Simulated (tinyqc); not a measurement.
Smearing for a one-band metal on the bcc lattice: one step. Occupations and energies.

With x = (E_k - mu)/sigma: Gaussian f = erfc(x)/2, s = exp(-x^2)/(2 sqrt(pi)). With weights w = points/N^d (d the dimension), mu solves 2 sum w f = ne; E = 2 sum w f E_k, S = 2 sum w s, F = E - sigma S.

Inputs chosen for the exercise: ne = 1.61 (electrons per cell); sigma = 0.23 eV (width).

Distinct levels:
```
E_k (eV),points
-11.180000,1
-5.260000,12
-0.660000,6
0.660000,30
1.980000,2
3.940000,12
7.220000,1
```

Question. Converge mu, then list x, f and s of each level and form the sums.

Give: mu; x, f and s of each level; E; S; F; (E + F)/2.

Answer.

mu = 3.6614 eV

x, f and s of each level:
```
E_k (eV),x,f,s
-11.1800,-64.53,1.0000,0.0000
-5.2600,-38.79,1.0000,0.0000
-0.6600,-18.79,1.0000,0.0000
0.6600,-13.05,1.0000,0.0000
1.9800,-7.31,1.0000,0.0000
3.9400,1.21,0.0433,0.0650
7.2200,15.47,0.0000,0.0000
```

E = -1.6391 eV
S = 0.0244
F = -1.6447 eV
(E + F)/2 = -1.6419 eV

Levels with f between 0.001 and 0.999: 1. (E + F)/2 removes the term in sigma^2 for this scheme. That argument needs a smooth density of states, and the number of distinct levels within 2 sigma of mu is only 1, so it may fail on this mesh.

Program tinyqc; command `OMP_NUM_THREADS=1 python tinyqc.py 1681366 1681367 out.jsonl`; about 0.2 s on one thread of a shared Intel(R) Xeon(R) Processor @ 2.30GHz.
